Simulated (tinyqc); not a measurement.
Inside a calculation: quaternary alloy A(x)B(1-x)C(y)D(1-y) matched to a substrate. Values are carried at full precision from step to step, so a last printed digit may differ when a step is redone from the rounded ones.

Matching a(x,y) = a_s gives x = (a_s - y a_BC - (1 - y) a_BD)/(y (a_AC - a_BC) + (1 - y)(a_AD - a_BD)).
Constants: hc = 1239.841984 eV nm.

Parameters, chosen for this exercise (AC, AD, BC, BD near GaAs, GaSb, InAs and InSb; substrate near GaSb; not measured data): a = (5.658, 6.103, 6.054, 6.488) angstrom (lattice constants of AC, AD, BC, BD); a_s = 6.103 angstrom (substrate); y = 0.07 (fraction of C); Eg = (1.504, 0.82, 0.413, 0.236) eV (gaps at Gamma of AC, AD, BC, BD); Cb = (0.53, 0.46, 1.579, 0.582) eV (bowing of ABC, ABD, ACD, BCD); dx = 0.023 (error of x in growth).

## The matched composition

Give numerator, denominator and x.

numerator = -0.35462 angstrom
denominator = -0.38577 angstrom
x = 0.9193

## The gap by rule 1

Q(x,y) = x y Q_AC + x (1 - y) Q_AD + (1 - x) y Q_BC + (1 - x)(1 - y) Q_BD for the lattice constant. Gap, rule 1: Q(x,y) - x (1 - x)[y C_ABC + (1 - y) C_ABD] - y (1 - y)[x C_ACD + (1 - x) C_BCD]. Rule 2 (mean of ternaries): {x (1 - x)[y T_ABC(x) + (1 - y) T_ABD(x)] + y (1 - y)[x T_ACD(y) + (1 - x) T_BCD(y)]}/{x (1 - x) + y (1 - y)}, T_ABC(x) = x E_AC + (1 - x) E_BC - C_ABC x (1 - x), T_ACD(y) = y E_AC + (1 - y) E_AD - C_ACD y (1 - y), and alike. Only the Gamma valley is followed.

Give the four weights, the bilinear part, the two bowing terms, the gap and hc/gap.

weights of AC, AD, BC, BD: 0.0643  0.8549  0.0057  0.0751

bilinear part = 0.8179 eV

bowing terms (eV): 0.0345  0.0976

gap = 0.6858 eV
wavelength = 1808 nm

## The gap by rule 2

Give the four ternary gaps and their weighted mean.

T_ABC, T_ABD, T_ACD, T_BCD (eV): 1.3766  0.7387  0.7651  0.2105

gap = 0.7539 eV

Rule 2 lies 68 meV above rule 1: it averages the two bowing terms where rule 1 adds them. Both agree on the ternary edges.

## An error in composition

Replace x by x + dx; mismatch (a_s - a)/a and change of the relaxed gap by rule 1.

a = 6.0941 angstrom
mismatch = 0.146 %
change of the gap = 22.0 meV

The layer would be under tension; the strain shift of the gap is not included.

## Checks

- Lattice constant at the matched composition against a_s (angstrom): both 6.1030.
- Rule 2 as a mean of ternaries against its form with averaged bowing (eV): both 0.7539.

tinyqc: `OMP_NUM_THREADS=1 python tinyqc.py 1080915 1080916 out.jsonl`; about 0.01 s, one thread, shared Intel(R) Xeon(R) Processor @ 2.30GHz.
